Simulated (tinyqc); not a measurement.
# Resistance of a source-drain extension with a graded tip: abruptness at a fixed junction position

y runs along the channel, the gate covers y > 0. The doping is N0 for y < y0 and N0 10^(-(y - y0)/la) beyond, uniform over the depth xj. Sheet conductance s(y) = q mu(N) max(N - Nch, 0) xj + (for y > 0) ma Cox Vo, with mu(N) = u0 + (u1 - u0)/(1 + (N/Nr)^au) and Cox = eps0 eox/tox. Current is taken as one-dimensional; depletion of the tip, spreading and the contact are left out. The metallurgical junction lies at yj, where N = Nch.

R_spacer = integral of dy/s from -Ls to 0, R_ov from 0 to yj, R_channel = (Lg - 2 yj)/(ma Cox Vo), R_total = 2 R_spacer + 2 R_ov + R_channel. Electrical length L_eff = ma Cox dR_total/d(1/Vo); R_series = R_total - L_eff/(ma Cox Vo). y0 is moved with la so that yj stays at 15.822 nm.

Parameters, values chosen for the exercise; mobility law close to that of electrons in silicon: relative permittivity of the gate insulator (close to silicon dioxide) eox = 3.9; insulator thickness tox = 2.3 nm; active doping of the extension far from the gate N0 = 7.2e19 cm^-3; depth of the extension xj = 7 nm; channel doping Nch = 5.6e17 cm^-3; spacer length Ls = 15 nm; gate overdrive Vo = 0.43 V; mobility of the gate-induced layer ma = 110 cm^2/(V s); mobility at low doping u1 = 1414 cm^2/(V s); mobility at high doping u0 = 68.5 cm^2/(V s); reference doping Nr = 9.2e16 cm^-3; exponent au = 0.711; gate length Lg = 60 nm.

Constants: q = 1.602176634e-19 C, eps0 = 8.8541878128e-14 F/cm where lengths are in cm. Results are converted to the units shown.

The same in every row: yj (nm) = 15.82; R_channel (ohm um) = 399.3.

Result of one run:

| la (nm/decade) | R_spacer (ohm um) | R_ov (ohm um) | R_total (ohm um) | L_eff (nm) | R_series (ohm um) |
|---|---|---|---|---|---|
| 7.4 | 23.35 | 105.6 | 657.1 | 37.66 | 126.9 |

What becomes of these results when the lateral abruptness la is changed from 7.4 to 6.1 nm/decade, all else the same?

Result of the changed run:

| la (nm/decade) | R_spacer (ohm um) | R_ov (ohm um) | R_total (ohm um) | L_eff (nm) | R_series (ohm um) |
|---|---|---|---|---|---|
| 6.1 | 23.35 | 90.93 | 627.8 | 36.08 | 119.8 |

The whole series:

| la (nm/decade) | R_spacer (ohm um) | R_ov (ohm um) | R_total (ohm um) | L_eff (nm) | R_series (ohm um) |
|---|---|---|---|---|---|
| 1 | 23.35 | 33.45 | 512.9 | 29.88 | 92.07 |
| 2.3 | 23.35 | 48.10 | 542.2 | 31.46 | 99.15 |
| 3.6 | 23.35 | 62.75 | 571.5 | 33.04 | 106.2 |
| 4.9 | 23.35 | 77.40 | 600.8 | 34.62 | 113.3 |
| 6.1 | 23.35 | 90.93 | 627.8 | 36.08 | 119.8 |
| 7.4 | 23.35 | 105.6 | 657.1 | 37.66 | 126.9 |
| 8.7 | 24.79 | 119.1 | 687.1 | 39.20 | 135.2 |
| 10 | 29.80 | 130.2 | 719.3 | 40.62 | 147.3 |

As la goes from 1 to 10 nm/decade, R_total rises from 513 to 719 ohm um, R_spacer rises from 23.3 to 29.8 ohm um and R_ov rises from 33.4 to 130 ohm um. R_total changes on average by 22.9 ohm um for each nm/decade. L_eff exceeds the metallurgical length by 1.53 nm in the first row and 12.3 nm in the last, since the gate also controls the lightly doped tips.

tinyqc, about 0.03 s, one thread, Intel Xeon 2.30GHz (shared host): `OMP_NUM_THREADS=1 python tinyqc.py 2282109 2282110 out.jsonl`
